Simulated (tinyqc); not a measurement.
Wafer bonding and layer transfer: bond energy, gap closing, particles, bonding of dissimilar wafers and hydrogen blisters: one step, computed by the program tinyqc.

gamma is the energy per area of each of the two surfaces; plates are isotropic, and both wafers have E1 and t1.

Task: Bond energy from the blade test. Two cantilevers opened by t_b: gamma = 3 t_b^2 E1 t1^3 E2 t2^3/(16 L^4 (E1 t1^3 + E2 t2^3)).

Inputs (values chosen for the exercise, for model wafers):
```
quantity             value        unit
Young's modulus E1     156         GPa
thickness t1           625  micrometre
blade thickness t_b    100  micrometre
crack length L        15.7          mm
```

Pair: two equal wafers.

Give: bond energy gamma.

Result:

bond energy gamma = 0.5877 J/m^2

An error of 5 % in L changes gamma by about 20 %. This is the level of partly covalent bonding.
